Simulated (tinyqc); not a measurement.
What moves the results: Gamma, L and X subbands of a thin body with non-parabolic valleys. A value that a table varies takes the place of the one given here.

Hard walls, flat band, c = hbar^2/2m0, energies from the bulk Gamma edge. For a valley at angle theta to the normal 1/m_z = cos^2/ml + sin^2/mt and m_d = sqrt(ml mt^2/m_z). Subband n starts at E_v + e with e (1 + a e) = c (n pi/t)^2/m_z, and its density-of-states mass is taken as m_d (1 + 2 a e), without further growth at higher in-plane energy. Groups are named by valley and degeneracy.

n_i = g m/(2 pi c) kB T ln(1 + exp((EF - E_i)/kB T)), sum n_i = Ns (1e12/cm^2 = 1e-4/angstrom^2), c = hbar^2/2m0. Quantum capacitance Cq = 1602.176634 sum g m/(2 pi c) f_i in microfarad/cm^2 with f_i = 1/(1 + exp((E_i - EF)/kB T)); Cox = 34.5313/eot (one gate); C/Cox = Cq/(Cq + Cox), the centroid term left out.

Constants: hbar^2/2m0 = 3.80998211 eV angstrom^2; kB = 8.617333262e-05 eV/K.

Inputs chosen for the exercise (near those of a thin GaAs channel; shifted at random, so the results belong to these values and not to a real crystal):
- face = 111 (surface)
- mG = 0.0669 m0 (Gamma mass)
- aG = 0.58 1/eV (Gamma non-parabolicity)
- EL = 0.345 eV (L edge above Gamma)
- mL = (1.953, 0.077) m0 (L valleys (four, along <111>): ml, mt)
- EX = 0.519 eV (X edge above Gamma)
- mX = (1.332, 0.221) m0 (X valleys (three, along <100>): ml, mt)
- aS = 0.4 1/eV (non-parabolicity of L and X)
- Ns = 2.2 x 1e12/cm^2 (sheet density)
- T = 300 K (temperature)
- eot = 11 angstrom (equivalent oxide thickness)
- ts = (20, 26, 34, 45, 60, 85, 130) angstrom (thicknesses)
- t = 64 angstrom (body thickness)
- Nl = (0.5, 1, 2, 4, 7, 11, 16) x 1e12/cm^2 (sheet densities)

## Thinning the body

Lowest edge of each valley type, the lowest group, the Gamma share and C/Cox, with n = 1 to 8 of all groups.

Results:

| t (angstrom) | Gamma (eV) | L (eV) | X (eV) | lowest | Gamma share (%) | C/Cox |
|---|---|---|---|---|---|---|
| 20 | 0.917 | 0.392 | 0.796 | L1 | 0.0 | 0.626 |
| 26 | 0.613 | 0.373 | 0.689 | L1 | 0.0 | 0.666 |
| 34 | 0.396 | 0.362 | 0.621 | L1 | 29.1 | 0.738 |
| 45 | 0.243 | 0.354 | 0.578 | G1 | 94.1 | 0.653 |
| 60 | 0.144 | 0.350 | 0.553 | G1 | 99.7 | 0.609 |
| 85 | 0.075 | 0.348 | 0.536 | G1 | 99.9 | 0.596 |
| 130 | 0.033 | 0.346 | 0.526 | G1 | 100.0 | 0.644 |

From 130 down to 20 angstrom Gamma rises by 0.88 eV, L by 0.05 and X by 0.27 eV, the light Gamma mass moving most. The lowest group changes from G1 to L1 between 45 and 34 angstrom. The Gamma share goes from 100 % to 0 %. C/Cox is 0.64 and 0.63 at the ends and lies between 0.60 and 0.74. Hard walls overstate the rise in the thinnest rows.

## Raising the sheet density

Fixed thickness, n = 1 to 8 of all groups; the gate overdrive above the lowest edge is (EF - E_lowest)/e + 0.1602177 Ns/Cox in volts.

Results:

| Ns (1e12/cm^2) | EF - lowest (eV) | Gamma share (%) | Cq | C/Cox | overdrive (V) |
|---|---|---|---|---|---|
| 0.5 | -0.005 | 99.9 | 2.33 | 0.426 | 0.021 |
| 1.0 | 0.022 | 99.9 | 3.60 | 0.535 | 0.073 |
| 2.0 | 0.060 | 99.8 | 4.70 | 0.600 | 0.162 |
| 4.0 | 0.123 | 99.0 | 5.36 | 0.631 | 0.327 |
| 7.0 | 0.197 | 90.6 | 8.95 | 0.740 | 0.554 |
| 11.0 | 0.245 | 72.2 | 19.68 | 0.862 | 0.806 |
| 16.0 | 0.275 | 56.8 | 34.19 | 0.916 | 1.092 |

The lowest subband is G1 n=1. At the highest density band filling takes 0.275 V of the 1.092 V overdrive. Cq grows from 2.3 to 34.2 microfarad/cm^2, helped by heavier valleys that begin to fill: the Gamma share falls from 100 % to 57 %.

## What each parameter does

n = 1 to 8 of all groups. Each row changes one parameter from the base and keeps the others.

Results:

| case | lowest edge (eV) | EF (eV) | Gamma share (%) | C/Cox |
|---|---|---|---|---|
| base | 0.128 | 0.194 | 99.8 | 0.605 |
| t = 58 angstrom | 0.153 | 0.218 | 99.6 | 0.611 |
| mG = 0.0769 m0 | 0.112 | 0.170 | 99.9 | 0.627 |
| aG = 0.41 1/eV | 0.130 | 0.199 | 99.7 | 0.598 |
| EL = 0.295 eV | 0.128 | 0.193 | 98.6 | 0.612 |
| Ns = 3.3 x 1e12/cm^2 | 0.128 | 0.230 | 99.4 | 0.622 |
| eot = 9 angstrom | 0.128 | 0.194 | 99.8 | 0.556 |
| T = 250 K | 0.128 | 0.195 | 100.0 | 0.611 |

The largest shifts from the base row, up to three for each result and ties (the steps differ in size, so this ranks the rows, not the parameters). lowest edge (eV): t +0.026, mG -0.016, aG +0.003; unchanged at the printed digits by EL, Ns, eot and T. EF (eV): Ns +0.035, mG -0.024, t +0.024; unchanged at the printed digits by eot. Gamma share (%): EL -1.2, Ns -0.3, t -0.2, T +0.2; unchanged at the printed digits by eot. C/Cox: eot -0.049, mG +0.022, Ns +0.017.

tinyqc: `OMP_NUM_THREADS=1 python tinyqc.py 1280807 1280808 out.jsonl`; about 0.03 s, one thread, shared Intel(R) Xeon(R) Processor @ 2.30GHz.
